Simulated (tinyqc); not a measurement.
# Trap depth and cross-section from two peaks

Problem. A DLTS peak lies where ew = sn g T^2 exp(-Et/kB T), g = vth Nc/(300 K)^2. Find Et and sn.

Inputs (values chosen for the exercise): conduction-band density of states at 300 K Nc = 1.04e19 cm^-3; thermal velocity at 300 K vth = 3.3e7 cm/s.

Constants: q = 1.602176634e-19 C, kB = 1.380649e-23 J/K. Results are converted to the units shown.

peak temperatures for ew = 5 and 1000 1/s (K): 122.56992  157.22998

Solution. The slope of ln(ew/T^2) against q/kB T is -Et, and the intercept is ln(sn g).

Et = 0.2300 eV
sn = 2.500e-16 cm^2

tinyqc, about 0.01 s, one thread, Intel Xeon 2.30GHz (shared host): `OMP_NUM_THREADS=1 python tinyqc.py 2050091 2050092 out.jsonl`
